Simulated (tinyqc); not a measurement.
What each parameter does: Tamm state at the end of a one-band chain.

A half-infinite chain with site energy 0 and hopping -t, band E = -2t cos(ka); the end site has energy D. The surface Green function of the unperturbed half chain is g = (E -/+ sqrt(E^2 - 4t^2))/(2t^2), the root with |t g| <= 1 and Im g <= 0, and with the shift G = g/(1 - D g).

Inputs chosen for the exercise: t = 1.57 eV (hopping); D = -2.69 eV (shift of the end site); a = 2.9 angstrom (spacing); E = 1.31 eV (energy in the band).

E = D + t^2/D, weight 1 - (t/D)^2, decay length -a/ln|t/D|, surface density -Im G/pi at E.

One parameter was then changed.

Results before and after:

| case | bound level (eV) | weight | decay (angstrom) | density (1/eV) |
|---|---|---|---|---|
| base | -3.6063 | 0.6594 | 5.386 | 0.0343 |
| changed | -3.7002 | 0.6244 | 5.922 | 0.0357 |

Which of these changes was made? (a) a = 3.19 angstrom; (b) t = 1.6485 eV; (c) D = -3.228 eV; (d) E = 0.655 eV.

Answer: (b) t = 1.6485 eV. Of the candidates, run in turn, only this one gives the changed row.

All candidates:

| case | bound level (eV) | weight | decay (angstrom) | density (1/eV) |
|---|---|---|---|---|
| base | -3.6063 | 0.6594 | 5.386 | 0.0343 |
| t = 1.6485 eV | -3.7002 | 0.6244 | 5.922 | 0.0357 |
| D = -3.228 eV | -3.9916 | 0.7634 | 4.023 | 0.0265 |
| a = 3.19 angstrom | -3.6063 | 0.6594 | 5.924 | 0.0343 |
| E = 0.655 eV | -3.6063 | 0.6594 | 5.386 | 0.0426 |

Program tinyqc; command `OMP_NUM_THREADS=1 python tinyqc.py 1450279 1450280 out.jsonl`; about 0.01 s on one thread of a shared Intel(R) Xeon(R) Processor @ 2.30GHz.
